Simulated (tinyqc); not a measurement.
CCSD on RHF in the 6-31g basis, for H3+, spin multiplicity 1, step by step. Computed by tinyqc, a small Python program that keeps every step (integrals from PySCF). Settings: charge = 1, multiplicity = 1, basis = 6-31g, method = RHF, energy threshold = 1e-10, iteration cap = 81, orthogonalisation = canonical, start = atomic densities, DIIS depth = 6, amplitude equations = CCSD, DIIS depth for amplitudes = 6, cap on updates = 54. Command: `OMP_NUM_THREADS=1 python tinyqc.py 29795 29796 out.jsonl` (the two numbers bound the seeds that draw the settings). One thread of a shared host (Intel(R) Xeon(R) Processor @ 2.60GHz), about 0.2 s of CPU time with the checks. The early iterations of the SCF are left out here.

## One-electron integrals

Geometry (angstrom):
```
atom         x         y          z
H     0.000000  0.000000   0.000000
H     0.000000  0.000000   0.946000
H     0.000000  0.000000  -0.946000
```

Basis 6-31g: exponents (1/bohr^2) and contraction coefficients of normalised primitives:
```
element  l (shell)   exponent  coefficient
H            s (1)  18.731137     0.033495
H            s (1)   2.825394     0.234727
H            s (1)   0.640122     0.813757
H            s (2)   0.161278     1.000000
```

Overlap, kinetic and nuclear-attraction integrals over the contracted functions; the nuclear repulsion is the sum of Za Zb / Rab.

nuclear repulsion = 1.39845986 hartree

overlap S, order 1H 1s, 1H 2s, 2H 1s, 2H 2s, 3H 1s, 3H 2s:
```
[[1.000000, 0.658292, 0.289603, 0.432519, 0.289603, 0.432519],
 [0.658292, 1.000000, 0.432519, 0.772822, 0.432519, 0.772822],
 [0.289603, 0.432519, 1.000000, 0.658292, 0.011404, 0.123071],
 [0.432519, 0.772822, 0.658292, 1.000000, 0.123071, 0.356713],
 [0.289603, 0.432519, 0.011404, 0.123071, 1.000000, 0.658292],
 [0.432519, 0.772822, 0.123071, 0.356713, 0.658292, 1.000000]]
```

kinetic energy T (hartree), order 1H 1s, 1H 2s, 2H 1s, 2H 2s, 3H 1s, 3H 2s:
```
[[1.395678, 0.259735, 0.057895, 0.122583, 0.057895, 0.122583],
 [0.259735, 0.241917, 0.122583, 0.154838, 0.122583, 0.154838],
 [0.057895, 0.122583, 1.395678, 0.259735, -0.020182, -0.005710],
 [0.122583, 0.154838, 0.259735, 0.241917, -0.005710, 0.026992],
 [0.057895, 0.122583, -0.020182, -0.005710, 1.395678, 0.259735],
 [0.122583, 0.154838, -0.005710, 0.026992, 0.259735, 0.241917]]
```

nuclear attraction V (hartree), order 1H 1s, 1H 2s, 2H 1s, 2H 2s, 3H 1s, 3H 2s:
```
[[-2.768865, -1.463345, -0.696121, -0.952327, -0.696121, -0.952327],
 [-1.463345, -1.590633, -0.882529, -1.190828, -0.882529, -1.190828],
 [-0.696121, -0.882529, -2.490740, -1.286946, -0.027353, -0.256401],
 [-0.952327, -1.190828, -1.286946, -1.394292, -0.256401, -0.567399],
 [-0.696121, -0.882529, -0.027353, -0.256401, -2.490740, -1.286946],
 [-0.952327, -1.190828, -0.256401, -0.567399, -1.286946, -1.394292]]
```

core Hamiltonian H = T + V (hartree), order 1H 1s, 1H 2s, 2H 1s, 2H 2s, 3H 1s, 3H 2s:
```
[[-1.373187, -1.203610, -0.638225, -0.829744, -0.638225, -0.829744],
 [-1.203610, -1.348716, -0.759945, -1.035990, -0.759945, -1.035990],
 [-0.638225, -0.759945, -1.095062, -1.027211, -0.047535, -0.262112],
 [-0.829744, -1.035990, -1.027211, -1.152376, -0.262112, -0.540408],
 [-0.638225, -0.759945, -0.047535, -0.262112, -1.095062, -1.027211],
 [-0.829744, -1.035990, -0.262112, -0.540408, -1.027211, -1.152376]]
```

## Two-electron integrals

Functions are numbered as in S; the eight-fold symmetry (ij|kl) = (ji|kl) = (kl|ij) leaves the list below.

Two-electron integrals (ij|kl) in chemists' order, unique and non-zero (hartree):
```
(11|11) 1.076566   (21|11) 0.578470   (21|21) 0.329423   (22|11) 0.587396
(22|21) 0.361304   (22|22) 0.453150   (31|11) 0.239968   (31|21) 0.139159
(31|22) 0.156222   (31|31) 0.078665   (32|11) 0.260317   (32|21) 0.161207
(32|22) 0.202435   (32|31) 0.098195   (32|32) 0.141114   (33|11) 0.545479
(33|21) 0.347011   (33|22) 0.453869   (33|31) 0.239968   (33|32) 0.371010
(33|33) 1.076566   (41|11) 0.371010   (41|21) 0.212459   (41|22) 0.235083
(41|31) 0.098195   (41|32) 0.116877   (41|33) 0.260317   (41|41) 0.141114
(42|11) 0.423114   (42|21) 0.262515   (42|22) 0.335727   (42|31) 0.129057
(42|32) 0.178553   (42|33) 0.423114   (42|41) 0.178553   (42|42) 0.270646
(43|11) 0.347011   (43|21) 0.219366   (43|22) 0.287468   (43|31) 0.139159
(43|32) 0.212459   (43|33) 0.578470   (43|41) 0.161207   (43|42) 0.262515
(43|43) 0.329423   (44|11) 0.453869   (44|21) 0.287468   (44|22) 0.385994
(44|31) 0.156222   (44|32) 0.235083   (44|33) 0.587396   (44|41) 0.202435
(44|42) 0.335727   (44|43) 0.361304   (44|44) 0.453150   (51|11) 0.239968
(51|21) 0.139159   (51|22) 0.156222   (51|31) 0.046438   (51|32) 0.052866
(51|33) 0.108735   (51|41) 0.082604   (51|42) 0.100901   (51|43) 0.071179
(51|44) 0.102723   (51|51) 0.078665   (52|11) 0.260317   (52|21) 0.161207
(52|22) 0.202435   (52|31) 0.052866   (52|32) 0.063784   (52|33) 0.133307
(52|41) 0.094737   (52|42) 0.126902   (52|43) 0.087550   (52|44) 0.129811
(52|51) 0.098195   (52|52) 0.141114   (53|11) 0.011039   (53|21) 0.006163
(53|22) 0.006522   (53|31) 0.002595   (53|32) 0.002917   (53|33) 0.006221
(53|41) 0.003967   (53|42) 0.004718   (53|43) 0.003928   (53|44) 0.005112
(53|51) 0.002595   (53|52) 0.002917   (53|53) 0.000116   (54|11) 0.083894
(54|21) 0.050767   (54|22) 0.061091   (54|31) 0.017182   (54|32) 0.020348
(54|33) 0.042385   (54|41) 0.030242   (54|42) 0.039283   (54|43) 0.027742
(54|44) 0.040408   (54|51) 0.028967   (54|52) 0.039142   (54|53) 0.000928
(54|54) 0.011211   (55|11) 0.545479   (55|21) 0.347011   (55|22) 0.453869
(55|31) 0.108735   (55|32) 0.133307   (55|33) 0.279685   (55|41) 0.199465
(55|42) 0.274108   (55|43) 0.184075   (55|44) 0.277243   (55|51) 0.239968
(55|52) 0.371010   (55|53) 0.006221   (55|54) 0.098361   (55|55) 1.076566
(61|11) 0.371010   (61|21) 0.212459   (61|22) 0.235083   (61|31) 0.082604
(61|32) 0.094737   (61|33) 0.199465   (61|41) 0.133250   (61|42) 0.163860
(61|43) 0.128124   (61|44) 0.174581   (61|51) 0.098195   (61|52) 0.116877
(61|53) 0.003967   (61|54) 0.036039   (61|55) 0.260317   (61|61) 0.141114
(62|11) 0.423114   (62|21) 0.262515   (62|22) 0.335727   (62|31) 0.100901
(62|32) 0.126902   (62|33) 0.274108   (62|41) 0.163860   (62|42) 0.230537
(62|43) 0.177245   (62|44) 0.251378   (62|51) 0.129057   (62|52) 0.178553
(62|53) 0.004718   (62|54) 0.051684   (62|55) 0.423114   (62|61) 0.178553
(62|62) 0.270646   (63|11) 0.083894   (63|21) 0.050767   (63|22) 0.061091
(63|31) 0.028967   (63|32) 0.039142   (63|33) 0.098361   (63|41) 0.036039
(63|42) 0.051684   (63|43) 0.057228   (63|44) 0.064961   (63|51) 0.017182
(63|52) 0.020348   (63|53) 0.000928   (63|54) 0.006519   (63|55) 0.042385
(63|61) 0.030242   (63|62) 0.039283   (63|63) 0.011211   (64|11) 0.209532
(64|21) 0.128882   (64|22) 0.161645   (64|31) 0.055726   (64|32) 0.072211
(64|33) 0.161901   (64|41) 0.083857   (64|42) 0.119758   (64|43) 0.102544
(64|44) 0.137689   (64|51) 0.055726   (64|52) 0.072211   (64|53) 0.002326
(64|54) 0.021792   (64|55) 0.161901   (64|61) 0.083857   (64|62) 0.119758
(64|63) 0.021792   (64|64) 0.057661   (65|11) 0.347011   (65|21) 0.219366
(65|22) 0.287468   (65|31) 0.071179   (65|32) 0.087550   (65|33) 0.184075
(65|41) 0.128124   (65|42) 0.177245   (65|43) 0.121072   (65|44) 0.181486
(65|51) 0.139159   (65|52) 0.212459   (65|53) 0.003928   (65|54) 0.057228
(65|55) 0.578470   (65|61) 0.161207   (65|62) 0.262515   (65|63) 0.027742
(65|64) 0.102544   (65|65) 0.329423   (66|11) 0.453869   (66|21) 0.287468
(66|22) 0.385994   (66|31) 0.102723   (66|32) 0.129811   (66|33) 0.277243
(66|41) 0.174581   (66|42) 0.251378   (66|43) 0.181486   (66|44) 0.267862
(66|51) 0.156222   (66|52) 0.235083   (66|53) 0.005112   (66|54) 0.064961
(66|55) 0.587396   (66|61) 0.202435   (66|62) 0.335727   (66|63) 0.040408
(66|64) 0.137689   (66|65) 0.361304   (66|66) 0.453150
```

## Orthogonalisation

S = U s U^T; canonical form X = U s^(-1/2), so that X^T S X = 1. Each column of U has its largest component positive (the first on a tie).

eigenvalues of S: [0.048840, 0.253561, 0.440805, 0.624993, 1.378322, 3.253480]

X, order 1H 1s, 1H 2s, 2H 1s, 2H 2s, 3H 1s, 3H 2s:
```
[[-0.794401, 0.000000, 0.566383, 1.034172, 0.000000, 0.221300],
 [3.482585, 0.000000, -0.526265, 0.084917, 0.000000, 0.293920],
 [0.255041, -0.826596, 0.774995, -0.472130, 0.486893, 0.168846],
 [-1.947517, 1.135187, -0.484562, -0.196825, 0.354535, 0.239773],
 [0.255041, 0.826596, 0.774995, -0.472130, -0.486893, 0.168846],
 [-1.947517, -1.135187, -0.484562, -0.196825, -0.354535, 0.239773]]
```

## Iteration 6 (converged): orbitals

converged F (hartree), order 1H 1s, 1H 2s, 2H 1s, 2H 2s, 3H 1s, 3H 2s:
```
[[-0.475418, -0.814478, -0.529067, -0.612713, -0.529067, -0.612713],
 [-0.814478, -0.791456, -0.554971, -0.626020, -0.554971, -0.626020],
 [-0.529067, -0.554971, -0.270364, -0.605428, -0.136987, -0.282063],
 [-0.612713, -0.626020, -0.605428, -0.578399, -0.282063, -0.407691],
 [-0.529067, -0.554971, -0.136987, -0.282063, -0.270364, -0.605428],
 [-0.612713, -0.626020, -0.282063, -0.407691, -0.605428, -0.578399]]
```

Diagonalise F' = X^T F X, C = X C', fill 1 alpha and 1 beta electrons from the bottom; D = 2 C_occ C_occ^T. Each column has its largest component positive (the first on a tie).

F' = X^T F X (hartree):
```
[[0.486606, 0.000000, -0.044916, -0.456014, 0.000000, -0.024040],
 [0.000000, 0.591477, 0.000000, 0.000000, -0.197976, 0.000000],
 [-0.044916, 0.000000, 0.505102, -0.105738, 0.000000, -0.175553],
 [-0.456014, 0.000000, -0.105738, 0.417905, 0.000000, -0.113144],
 [0.000000, -0.197976, 0.000000, 0.000000, -0.329430, 0.000000],
 [-0.024040, 0.000000, -0.175553, -0.113144, 0.000000, -0.973702]]
```

orbital energies (hartree): [-1.008763, -0.370187, -0.009636, 0.539887, 0.632234, 0.914422]

coefficients C, order 1H 1s, 1H 2s, 2H 1s, 2H 2s, 3H 1s, 3H 2s:
```
[[0.354368, 0.000000, 0.273689, -0.601675, 0.000000, -1.227947],
 [0.411860, 0.000000, 2.258927, 1.182254, 0.000000, 2.414300],
 [0.225904, 0.310217, -0.065398, -0.724537, -0.907794, 0.580358],
 [0.056700, 0.576152, -1.548088, 0.130587, 1.040382, -1.306526],
 [0.225904, -0.310217, -0.065398, -0.724537, 0.907794, 0.580358],
 [0.056700, -0.576152, -1.548088, 0.130587, -1.040382, -1.306526]]
```

D after iteration 6, order 1H 1s, 1H 2s, 2H 1s, 2H 2s, 3H 1s, 3H 2s:
```
[[0.251153, 0.291900, 0.160106, 0.040185, 0.160106, 0.040185],
 [0.291900, 0.339258, 0.186082, 0.046705, 0.186082, 0.046705],
 [0.160106, 0.186082, 0.102065, 0.025617, 0.102065, 0.025617],
 [0.040185, 0.046705, 0.025617, 0.006430, 0.025617, 0.006430],
 [0.160106, 0.186082, 0.102065, 0.025617, 0.102065, 0.025617],
 [0.040185, 0.046705, 0.025617, 0.006430, 0.025617, 0.006430]]
```

## Convergence

Stop when the energy changes by less than 1e-10 hartree and every element of the error matrix X^T (F D S - S D F) X is below 3e-06.

Course of the cycle:
```
iteration  E (hartree)     change  largest element of the error matrix
1          -0.68476875          -                             1.31e-01
2          -1.20608587  -5.21e-01                             3.75e-02
3          -1.20706036  -9.74e-04                             3.52e-03
4          -1.20707070  -1.03e-05                             1.70e-04
5          -1.20707073  -3.00e-08                             4.21e-06
6          -1.20707073  -8.18e-12                             1.08e-06
```

PySCF RHF in the same basis = -1.20707073 hartree

Converged in 6 iterations.

## Integrals over molecular orbitals

(pq|rs) = sum C_ip C_jq C_kr C_ls (ij|kl), one index at a time.

one-electron integrals over orbitals h = C^T H C (hartree):
```
[[-1.596768, 0.000000, -0.088497, 0.087231, 0.000000, 0.077342],
 [0.000000, -1.154896, 0.000000, 0.000000, 0.162820, 0.000000],
 [-0.088497, 0.000000, -0.726453, -0.039589, 0.000000, 0.224941],
 [0.087231, 0.000000, -0.039589, -0.327371, 0.000000, -0.031690],
 [0.000000, 0.162820, 0.000000, 0.000000, -0.160894, 0.000000],
 [0.077342, 0.000000, 0.224941, -0.031690, 0.000000, -0.127047]]
```

Two-electron integrals over orbitals (pq|rs), unique and non-zero (hartree):
```
(11|11) 0.588004    (21|21) 0.120888    (22|11) 0.452798    (22|22) 0.447926
(31|11) 0.088497    (31|22) 0.000514    (31|31) 0.059545    (32|21) -0.081450
(32|32) 0.088264    (33|11) 0.388181    (33|22) 0.363580    (33|31) 0.015822
(33|33) 0.343565    (41|11) -0.087231   (41|22) -0.074674   (41|31) -0.007703
(41|33) -0.042999   (41|41) 0.057141    (42|21) -0.063352   (42|32) 0.035944
(42|42) 0.056505    (43|11) 0.015943    (43|22) 0.029494    (43|31) -0.009382
(43|33) 0.007668    (43|41) -0.004125   (43|43) 0.014795    (44|11) 0.462200
(44|22) 0.408205    (44|31) 0.034610    (44|33) 0.336647    (44|41) -0.058912
(44|43) 0.027735    (44|44) 0.419246    (51|21) -0.065355   (51|32) 0.030851
(51|42) 0.053497    (51|51) 0.053490    (52|11) -0.114087   (52|22) -0.105728
(52|31) -0.004308   (52|33) -0.043583   (52|41) 0.057825    (52|43) -0.022002
(52|44) -0.098097   (52|52) 0.085367    (53|21) -0.008626   (53|32) 0.026669
(53|42) -0.014987   (53|51) -0.013753   (53|53) 0.032558    (54|21) 0.116793
(54|32) -0.081275   (54|42) -0.070915   (54|51) -0.070941   (54|53) -0.003995
(54|54) 0.128695    (55|11) 0.423309    (55|22) 0.424405    (55|31) -0.002770
(55|33) 0.340467    (55|41) -0.079139   (55|43) 0.028983    (55|44) 0.398394
(55|52) -0.111881   (55|55) 0.425369    (61|11) -0.077342   (61|22) 0.019742
(61|31) -0.066522   (61|33) -0.026414   (61|41) 0.011645    (61|43) 0.026184
(61|44) -0.006119   (61|52) -0.019359   (61|55) 0.028497    (61|61) 0.105940
(62|21) 0.065398    (62|32) -0.036642   (62|42) -0.048760   (62|51) -0.047714
(62|53) 0.015331    (62|54) 0.071570    (62|62) 0.052134    (63|11) -0.145731
(63|22) -0.072205   (63|31) -0.049054   (63|33) -0.051012   (63|41) 0.044427
(63|43) -0.001089   (63|44) -0.087040   (63|52) 0.049083    (63|55) -0.064046
(63|61) 0.054964    (63|63) 0.078588    (64|11) 0.021667    (64|22) -0.046747
(64|31) 0.046822    (64|33) -0.005449   (64|41) 0.021513    (64|43) -0.019055
(64|44) -0.013426   (64|52) 0.039430    (64|55) -0.059042   (64|61) -0.068434
(64|63) -0.022090   (64|64) 0.066944    (65|21) -0.092938   (65|32) 0.074594
(65|42) 0.060999    (65|51) 0.057934    (65|53) 0.007259    (65|54) -0.104443
(65|62) -0.057049   (65|65) 0.092701    (66|11) 0.573704    (66|22) 0.433068
(66|31) 0.093883    (66|33) 0.390641    (66|41) -0.105135   (66|43) 0.002924
(66|44) 0.447271    (66|52) -0.109280   (66|55) 0.414564    (66|61) -0.112406
(66|63) -0.160355   (66|64) 0.035415    (66|66) 0.612989
```

## CCSD: starting amplitudes

t_ij^ab = <ij||ab> / (e_i + e_j - e_a - e_b), whose energy is MP2.

Starting amplitudes (spin orbitals 1a, 1b, ...; amplitudes related by a flip of all spins are not repeated):
```
from      to          t
1a 1b  2a 2b  -0.094654
1a 1b  3a 3b  -0.029798
1a 1b  2a 5b   0.028670
1a 1b  6a 6b  -0.027543
1a 1b  3a 6b   0.022764
1a 1b  4a 4b  -0.018449
1a 1b  5a 5b  -0.016298
1a 1b  4a 6b  -0.003354
1a 1b  3a 4b   0.003024
```

correlation energy = -0.02496129 hartree

## CCSD: amplitude update 1

t_i^a D_i^a and t_ij^ab D_ij^ab are set to the remaining terms of the spin-orbital equations, evaluated with the old amplitudes; for the doubles these are <ij||ab> + 1/2 <ab||ef> t_ij^ef + 1/2 <mn||ij> t_mn^ab + P(ij)P(ab) <mb||ej> t_im^ae + terms in t^2 + terms with t1, D the orbital-energy denominators.

Amplitudes after update 1 (spin orbitals 1a, 1b, ...; amplitudes related by a flip of all spins are not repeated):
```
from      to          t
1a 1b  2a 2b  -0.128937
1a 1b  3a 3b  -0.035882
1a 1b  2a 5b   0.035638
1a 1b  6a 6b  -0.030946
1a 1b  3a 6b   0.028235
1a 1b  4a 4b  -0.017972
1a 1b  5a 5b  -0.015957
1a        4a  -0.009590
1a        3a  -0.009218
1a 1b  4a 6b  -0.006961
1a 1b  3a 4b   0.005952
1a        6a   0.003742
```

correlation energy = -0.03153677 hartree

## CCSD: amplitude update 2

As before.

Amplitudes after update 2 (spin orbitals 1a, 1b, ...; amplitudes related by a flip of all spins are not repeated):
```
from      to          t
1a 1b  2a 2b  -0.144688
1a 1b  2a 5b   0.038943
1a 1b  3a 3b  -0.037312
1a 1b  6a 6b  -0.031044
1a 1b  3a 6b   0.029407
1a 1b  4a 4b  -0.016824
1a 1b  5a 5b  -0.015932
1a        3a  -0.014809
1a        4a  -0.014015
1a 1b  4a 6b  -0.007919
1a 1b  3a 4b   0.007207
1a        6a   0.005420
```

correlation energy = -0.03407991 hartree

## CCSD: amplitude update 3

t_i^a D_i^a and t_ij^ab D_ij^ab are set to the remaining terms of the spin-orbital equations, evaluated with the old amplitudes; for the doubles these are <ij||ab> + 1/2 <ab||ef> t_ij^ef + 1/2 <mn||ij> t_mn^ab + P(ij)P(ab) <mb||ej> t_im^ae + terms in t^2 + terms with t1, D the orbital-energy denominators. DIIS then mixes the stored amplitudes.

DIIS coefficients: [-0.890524, 1.890524]

Amplitudes after update 3 (spin orbitals 1a, 1b, ...; amplitudes related by a flip of all spins are not repeated):
```
from      to          t
1a 1b  2a 2b  -0.159008
1a 1b  2a 5b   0.041992
1a 1b  3a 3b  -0.037881
1a 1b  6a 6b  -0.030445
1a 1b  3a 6b   0.029672
1a        3a  -0.020240
1a        4a  -0.017756
1a 1b  5a 5b  -0.016070
1a 1b  4a 4b  -0.015522
1a 1b  4a 6b  -0.008422
1a 1b  3a 4b   0.008211
1a        6a   0.007130
```

correlation energy = -0.03615009 hartree

## CCSD: convergence

E_corr = 1/4 sum <ij||ab> t_ij^ab + 1/2 sum <ij||ab> t_i^a t_j^b; stop when the norm of the change is below 1e-8.

Course of the amplitude iterations:
```
update  correlation energy (hartree)  norm of the change
0                        -0.02496129                   -
1                        -0.03153677            7.80e-02
2                        -0.03407991            3.51e-02
3                        -0.03615009            1.68e-02
4                        -0.03613320            1.12e-03
5                        -0.03613450            1.15e-04
6                        -0.03613335            1.55e-05
7                        -0.03613328            1.82e-06
8                        -0.03613332            4.58e-07
9                        -0.03613332            2.43e-08
10                       -0.03613332            5.84e-09
```

Converged amplitudes (spin orbitals 1a, 1b, ...; amplitudes related by a flip of all spins are not repeated):
```
from      to          t
1a 1b  2a 2b  -0.159609
1a 1b  2a 5b   0.042117
1a 1b  3a 3b  -0.037476
1a 1b  6a 6b  -0.030175
1a 1b  3a 6b   0.029308
1a        3a  -0.020440
1a        4a  -0.017713
1a 1b  5a 5b  -0.016123
1a 1b  4a 4b  -0.015459
1a 1b  4a 6b  -0.008341
1a 1b  3a 4b   0.008165
1a        6a   0.007366
```

CCSD total energy = -1.24320404 hartree

T1 diagnostic, norm of the one-spin t1 over sqrt(correlated electrons) = 0.019822

Converged in 10 updates, with DIIS from the third.
